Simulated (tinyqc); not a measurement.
Warping of the constant-energy contours: six-band Luttinger-Kohn model.

Six-band Luttinger-Kohn model in the basis |3/2,3/2>, |3/2,1/2>, |3/2,-1/2>, |3/2,-3/2>, |1/2,1/2>, |1/2,-1/2>, electron energies, zero at the top of the unstrained valence band. H = -[rows: (P+Q, -S, R, 0, -S/r2, r2 R); (-S*, P-Q, 0, R, -r2 Q, r32 S); (R*, 0, P-Q, S, r32 S*, r2 Q); (0, R*, S*, P+Q, -r2 R*, -S*/r2); (-S*/r2, -r2 Q, r32 S, -r2 R, P+Dso, 0); (r2 R*, r32 S*, r2 Q, -S/r2, 0, P+Dso)], r2 = sqrt(2), r32 = sqrt(3/2). Levels are twofold.

P = c g1 k^2 - av tr(e); Q = c g2 (kx^2 + ky^2 - 2 kz^2) - (b/2)(exx + eyy - 2 ezz); R = c sqrt3 [-g2 (kx^2 - ky^2) + 2i g3 kx ky] + (sqrt3/2) b (exx - eyy) - i d exy; S = 2 c sqrt3 g3 (kx - i ky) kz - d (exz - i eyz); c = hbar^2/2m0, e the strain tensor (not engineering shear).

Constants: hbar^2/2m0 = 3.80998211 eV angstrom^2.

Values chosen for the exercise (near those of Ge; the results hold for these values, not for the real material):
```
symbol  value  unit  meaning
Dso     0.285  eV    spin-orbit splitting
g1      13.42        Luttinger gamma1
g2      4.22         gamma2
g3      5.69         gamma3
E_h     5      meV   hole energy below the top
```

No strain (e = 0). In the plane kz = 0, |k| where the top and second pairs lie E_h below the top, against the angle from [100]; m = c k^2/E_h.

Contours:
```
angle (degrees),k top (1/angstrom),k second (1/angstrom),m top (m0),m second (m0)
0,0.0162,0.0078,0.201,0.046
9,0.0166,0.0077,0.211,0.045
18,0.0178,0.0076,0.242,0.044
36,0.0214,0.0074,0.350,0.042
45,0.0222,0.0074,0.377,0.042
```

Give the missing row, angle (degrees) = 27.

Computed row:
```
angle (degrees)  k top (1/angstrom)  k second (1/angstrom)  m top (m0)  m second (m0)
27                           0.0196                 0.0075       0.293          0.043
```

The heavy contour reaches 1.371 times as far along [110] as along [100], the light one 0.952 times. The warping follows g3 - g2 = 1.47 and would vanish for g2 = g3. Along [100] the heavy mass is 1/(g1 - 2 g2) = 0.201 at any energy, while the light one is 0.0460, against 1/(g1 + 2 g2) = 0.0457 at the edge, for E_h/Dso = 0.02.

tinyqc: `OMP_NUM_THREADS=1 python tinyqc.py 1080823 1080824 out.jsonl`; about 0.08 s, one thread, shared Intel(R) Xeon(R) Processor @ 2.30GHz.
